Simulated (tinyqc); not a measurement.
# Conductivities from two wire lengths

Problem. A wire with uniform heating p0 per length and ends at the substrate temperature has theta(L/2) = (p0/g)[1 - 1/cosh(L/(2 LH))], LH = sqrt(kap A/g). Find LH, g and kap.

Values chosen for this exercise:

| symbol | value | unit | meaning |
|---|---|---|---|
| A | 74 | nm^2 | cross-section |
| p0 | 0.0096 | uW/nm | heating per length |

theta at the middle for L = 630 and 1260 nm (K): [23.929886, 50.132647]

Solution. With c = cosh(L1/(2 LH)) the longer wire has 2 c^2 - 1. The ratio of the two rises falls steadily from 4 to 1 as c grows, so it fixes c; g and kap follow.

LH = 317 nm
g = 0.140 W/(m K)
kap = 190 W/(m K)

Computed by the program tinyqc: `OMP_NUM_THREADS=1 python tinyqc.py 2520064 2520065 out.jsonl`, one thread of a shared Intel Xeon 2.30GHz, about 0.01 s for the whole run.
